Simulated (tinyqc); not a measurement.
Grain-boundary trapping model (Seto) of a polycrystalline semiconductor film: one step, computed by the program tinyqc. Command: `OMP_NUM_THREADS=1 python tinyqc.py 3007935 3007936 out.jsonl poly walk`. One thread of a shared host (Intel(R) Xeon(R) Processor @ 2.30GHz), about 0.01 s of CPU time with the checks.

Grains of equal size L are joined by thin boundaries with one trap level. Trapped carriers deplete a width W on each side and raise a barrier, crossed by thermionic emission. Dopants are fully ionised, statistics are non-degenerate and mu_g does not depend on T.

Task: Critical doping. If all traps fill, the grain is just depleted at N* = Q_t/L, with the barrier e Q_t L/(8 eps eps_0).

Inputs (values chosen for the exercise, modelled on polycrystalline silicon): permittivity eps = 11.7; grain size L = 420 nm; trap density Q_t = 2.1e+12 1/cm^2.

Grain interior: neglected.

Constants: e = 1.602176634e-19 C; eps_0 = 8.8541878128e-12 F/m; k_B = 8.617333262e-05 eV/K.

Give: N*; barrier at N* with all traps filled.

Result:

N* = 5.00e+16 1/cm^3

barrier at N* with all traps filled = 1.7051 V
